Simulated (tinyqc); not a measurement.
Wafer bonding and layer transfer: bond energy, gap closing, particles, bonding of dissimilar wafers and hydrogen blisters. From one set of inputs to another, one input at a time. Computed by tinyqc, a small Python program. Command: `OMP_NUM_THREADS=1 python tinyqc.py 3012120 3012121 out.jsonl bond ladder`. One thread of a shared host (Intel(R) Xeon(R) Processor @ 2.30GHz), about 0.01 s of CPU time with the checks.

gamma is the energy per area of each of the two surfaces; plates are isotropic, and both wafers have E1 and t1.

The inputs printed are set A. Inputs not listed in the table keep their values of set A, so the rows need not describe a real material.

Inputs (values chosen for the exercise, for model wafers):

| quantity | value | unit |
|---|---|---|
| Young's modulus E1 | 154 | GPa |
| Poisson ratio nu | 0.17 | - |
| thickness t1 | 625 | micrometre |
| blade thickness t_b | 150 | micrometre |
| crack length L | 34 | mm |
| particle radius h | 0.058 | micrometre |
| radius of a shallow gap R | 1.7 | mm |
| half height of the gap h_g | 10 | nm |

Pair: two equal wafers.

Method:
- Two cantilevers opened by t_b: gamma = 3 t_b^2 E1 t1^3 E2 t2^3/(16 L^4 (E1 t1^3 + E2 t2^3)).
- E' = E1/(1 - nu^2), equal wafers of thickness t1 assumed. A gap of radius R closes if h_g < h_c: h_c = R^2/sqrt((2/3) E' t1^3/gamma) for R > 2 t1 (plate bending), h_c = 3.6 sqrt(R gamma/E') for R < 2 t1 (local deformation).
- E' = E1/(1 - nu^2), equal wafers assumed. Void radius in the plate regime: R_v = [(2/3) E' t1^3/gamma]^(1/4) h^(1/2). Below h_crit = 5 sqrt(t1 gamma/E') the wafers deform locally and R_v is of the order of h (taken as h).

Each row keeps all changes above it:

| input moved | from | to | bond energy gamma (J/m^2) | void radius (micrometre) | closable height h_c (nm) |
|---|---|---|---|---|---|
| set A | - | - | 0.0593 | 5.800e-02 | 138.6 |
| blade thickness t_b (micrometre) | 150 | 230 | 0.1395 | 5.800e-02 | 212.5 |
| particle radius h (micrometre) | 0.058 | 1.5 | 0.1395 | 4.517e+03 | 212.5 |
| crack length L (mm) | 34 | 29 | 0.2636 | 3.853e+03 | 292.1 |
| Young's modulus E1 (GPa) | 154 | 156 | 0.2671 | 3.853e+03 | 292.1 |
| thickness t1 (micrometre) | 625 | 525 | 0.1583 | 3.853e+03 | 292.1 |

Bond energy gamma goes from 0.0593 to 0.158, a factor 2.67 in all. The largest single move comes from blade thickness t_b (a factor 2.35), and thickness t1 works against it (a factor 0.593). Void radius goes from 0.0580 to 3850, a factor 66400 in all. The largest single move comes from particle radius h (a factor 77900). Closable height h_c goes from 139 to 292, a factor 2.11 in all. The largest single move comes from blade thickness t_b (a factor 1.53). The single moves hold for this order of the switches; the total does not depend on the order.

Extremes, crossings and ranges named in words are read from the listed rows.
